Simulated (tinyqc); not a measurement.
Deal-Grove kinetics of thermal oxidation of silicon: one step, computed by the program tinyqc. Command: `OMP_NUM_THREADS=1 python tinyqc.py 3018840 3018841 out.jsonl oxide walk`. One thread of a shared host (Intel(R) Xeon(R) Processor @ 2.30GHz), about 0.02 s of CPU time with the checks.

Oxidant diffuses through the oxide and reacts at the interface, so that dx/dt = B/(A + 2x) for the oxide thickness x.

Question. Thickness after the oxidation. tau = (x_i^2 + A x_i)/B and x = (A/2) [sqrt(1 + 4 B (t + tau)/A^2) - 1], the root of x^2 + A x = B (t + tau). Silicon consumed is 0.44 times the oxide grown; the rate is B/(A + 2x).

Inputs (values chosen for the exercise, close to those used for silicon): temperature T = 1075 C; initial oxide x_i = 0.01 um; time t = 4.9 h.

Ambient: steam. Surface: (100).

length A = 0.2766790 um

parabolic constant B = 0.5025778 um^2/h

Give: tau; oxide thickness x; silicon consumed; final growth rate.

Answer.

tau = 0.005704 h

oxide thickness x = 1.438 um

silicon consumed = 0.6283 um

final growth rate = 0.1594 um/h

2x/A = 10.4: diffusion through the oxide limits the rate.
